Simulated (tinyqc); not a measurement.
# CMOS inverter, nodal equation and switching: effect of the supply voltage

An n-channel pull-down (bn, VTn) and a p-channel pull-up (bp, VTp) share the input Vin and the output node Vout, which carries the load C. Transistor (EKV form, voltages against the body): I = 2 n b Vt^2 [F(vp - Vs) - F(vp - Vd)] from drain to source, F(v) = ln^2(1 + exp(v/(2 Vt))), vp = (Vg - VT + sg |Vd - Vs|)/n. n-channel bodies are at 0; for the p-channel device all voltages are counted down from Vdd. b in uA/V^2 gives I in uA. Static: In = Ip. Transient: C dVout/dt = Ip - In. No velocity saturation, no gate capacitance beyond C.

VM solves In = Ip with Vin = Vout; VIL and VIH are the inputs of gain -1, NML = VIL - Vout(VIH), NMH = Vout(VIL) - VIH. For a step input the delay to Vdd/2 is tHL = C times the integral of dV/(In - Ip) from Vdd/2 to Vdd at Vin = Vdd, and tLH likewise with Ip - In from 0 to Vdd/2 at Vin = 0.

Values chosen for this exercise:
```
symbol  value    unit                                  meaning
T         293       K                              temperature
n        1.35                                     slope factor
sg        0.1                   drain-induced barrier lowering
VTn      0.31       V                      n-channel threshold
VTp      0.33       V          p-channel threshold (magnitude)
bn        180  uA/V^2  gain factor of the pull-down transistor
bp         90  uA/V^2    gain factor of the pull-up transistor
C         2.3      fF                         load capacitance
```

Constants: q = 1.602176634e-19 C, kB = 1.380649e-23 J/K, Vt = kB T/q. Results are converted to the units shown.

Effect of the supply voltage:

| Vdd (V) | VM (V) | gain at VM | NML (V) | NMH (V) | tHL (ps) | tLH (ps) |
|---|---|---|---|---|---|---|
| 0.2 | 0.08047 | -7.299 | 0.04014 | 0.08427 | 1.525e4 | 5.234e4 |
| 0.3 | 0.1297 | -9.484 | 0.08404 | 0.1288 | 1799 | 5479 |
| 0.4 | 0.1790 | -9.912 | 0.1267 | 0.1728 | 404.9 | 1064 |
| 0.5 | 0.2278 | -9.983 | 0.1671 | 0.2159 | 163.7 | 389.9 |
| 0.6 | 0.2755 | -9.996 | 0.2037 | 0.2575 | 92.16 | 208.2 |
| 0.8 | 0.3668 | -9.999 | 0.2604 | 0.3364 | 45.70 | 98.42 |
| 1 | 0.4533 | -10.00 | 0.2969 | 0.4126 | 29.54 | 62.28 |
| 1.2 | 0.5374 | -10.00 | 0.3226 | 0.4886 | 21.62 | 45.04 |

What does the comparison show?

As Vdd goes from 0.2 to 1.2 V, VM rises from 0.0805 to 0.537 V, the size of the gain rises from 7.30 to 10.0, tHL falls from 15300 to 21.6 ps and tLH falls from 52300 to 45.0 ps. The smaller margin is largest, 0.323 V, at Vdd = 1.2 V among the rows. For Vdd = 1 to 1.2 V the overdrive passes 0.5 V, where velocity saturation, left out here, would lengthen the delays of short devices. For Vdd = 0.2 to 0.3 V the supply is below a threshold, where mismatch, left out here, dominates margins and delay.

Numbers from tinyqc (`OMP_NUM_THREADS=1 python tinyqc.py 2340039 2340040 out.jsonl`; about 0.04 s on one thread of a shared Intel Xeon 2.30GHz).
